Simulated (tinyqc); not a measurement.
# Film and buried-oxide thickness from two coupling ratios

Question. In a depleted film -dVT/dVb is k1 = Cs Cbox/(Cox (Cs + Cbox)) for a front channel and k2 = Cbox (Cox + Cs)/(Cox Cs) for a back channel, with Cox = eps0 eox/tox, Cs = eps0 eps_r/ts, Cbox = 3.9 eps0/tb. Find ts and tb.

Values chosen for this exercise; band and dielectric values close to those of silicon:
- eps_r = 11.6 (relative permittivity)
- eox = 3.9 (relative permittivity of the gate insulator (close to silicon dioxide))
- tox = 1.2 nm (insulator thickness)

coupling ratios for a front and a back channel: 0.083799892  0.29331897

Solution. With y = Cox/Cs and z = Cox/Cbox, 1/k1 = y + z and k2 = (1 + y)/z, so y = (k2/k1 - 1)/(1 + k2); the thicknesses follow from y and z.

ts = 6.900 nm
tb = 12.00 nm

Computed by the program tinyqc: `OMP_NUM_THREADS=1 python tinyqc.py 2190128 2190129 out.jsonl`, one thread of a shared Intel Xeon 2.30GHz, about 0.4 s for the whole run.
